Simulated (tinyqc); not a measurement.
Leaving out one process at a time: Debye-Callaway model of lattice thermal conductivity. Computed by tinyqc, a small Python program. Command: `OMP_NUM_THREADS=1 python tinyqc.py 3017679 3017680 out.jsonl callaway walk`. One thread of a shared host (Intel(R) Xeon(R) Processor @ 2.30GHz), about 0.01 s of CPU time with the checks.

Three acoustic branches with one velocity v, cut at omega_D = k_B Theta/hbar; x = hbar omega/(k_B T). v and Theta are separate inputs: Theta cuts off the heat-carrying modes, so C need not reach 3 k_B/V. gamma is an effective value that sets the umklapp rate. Heat flows along the wire.

Inputs (values chosen for the exercise, modelled on indium phosphide):
```
quantity,value,unit
sound velocity v,3400,m/s
Debye temperature Theta,330,K
volume per atom V,25.3,angstrom^3
mean atomic mass M,72.9,u
effective Grueneisen parameter gamma,1.6,-
umklapp exponent divisor b,2.5,-
mass variance Gamma,1.7e-05,-
wire diameter D,0.056,micrometre
specularity p,0.8,-
normal-process factor f_N,3.7,-
temperature T,40,K
```

Sample: wire. Point defects: isotopes. Normal processes: included.

Constants: k_B = 1.380649e-23 J/K; hbar = 1.054571817e-34 J s; u = 1.6605390666e-27 kg.

Method:
- Gamma is given directly by the isotope mixture. A = V Gamma/(4 pi v^3).
- Rates: point defects A omega^4; umklapp B omega^2 T exp(-Theta/(b T)) with B = hbar gamma^2/(M v^2 Theta); normal processes f_N B omega^2 T (T/Theta)^2. Boundaries: v/Lambda_B with Lambda_B = D (1 + p)/(1 - p).
- kappa_1 = c int tau_C g dx, g = x^4 e^x/(e^x - 1)^2, c = (k_B/(2 pi^2 v)) (k_B T/hbar)^3, over 0 < x < min(Theta/T, 40), by 96 Gauss-Legendre points in s with x = x_max s^2; 1/tau_C = 1/tau_R + 1/tau_N; kappa_2 = c [int (tau_C/tau_N) g dx]^2 / int (tau_C/(tau_N tau_R)) g dx; kappa = kappa_1 + kappa_2.

Rayleigh coefficient A = 8.70809e-46 s^3

Conductivity at T:
```
case,kappa (W/(m K)),ratio to all
all processes,92.240,1
without point defects,97.413,1.0561
without boundaries,1927.4,20.896
without umklapp,98.171,1.0643
```

What does the comparison show, and why?

Removing boundaries raises kappa most, by a factor 20.9; removing point defects gives only 1.06.
